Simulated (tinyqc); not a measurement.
Collinear exchange A + BC -> AB + C on a London-Eyring-Polanyi-Sato surface: saddle, string of images and rate: one step, computed by the program tinyqc. Command: `OMP_NUM_THREADS=1 python tinyqc.py 3111586 3111587 out.jsonl leps walk`. One thread of a shared host (Intel(R) Xeon(R) Processor @ 2.30GHz), about 0.04 s of CPU time with the checks.

x = r(AB), y = r(BC), r(AC) = x + y. V is counted from separated atoms, the barrier from A + BC, that is V + D(BC).

Task: Frequencies at the saddle. Wilson matrix G = [[1/m_A + 1/m_B, -1/m_B], [-1/m_B, 1/m_B + 1/m_C]]; eigenvalues lambda of G H give nu = 15.6333042 THz x sqrt(|lambda|), the negative one being imaginary. Reactant: nu_BC from k = 2 D beta^2 and 1/m_B + 1/m_C. Skew angle: cos = sqrt(m_A m_C/((m_A + m_B)(m_B + m_C))).

Inputs (values chosen for the exercise, for a model exchange):

| quantity | value | unit |
|---|---|---|
| D(BC) | 3.65 | eV |
| beta(BC) | 1.74 | 1/angstrom |
| mass of A | 1.008 | u |
| mass of B | 1.008 | u |
| mass of C | 35 | u |

Hessian (eV/angstrom^2):
```
          x         y
x  -0.75543   5.29040
y   5.29040  10.22387
```

Constants: nu for 1 eV/(angstrom^2 u) = 15.6333042 THz.

Give: imaginary frequency; real frequency at the saddle; nu_BC; skew angle.

Result:

imaginary frequency = 41.146 THz

real frequency at the saddle = 36.215 THz

nu_BC = 74.250 THz

skew angle = 45.802 degrees
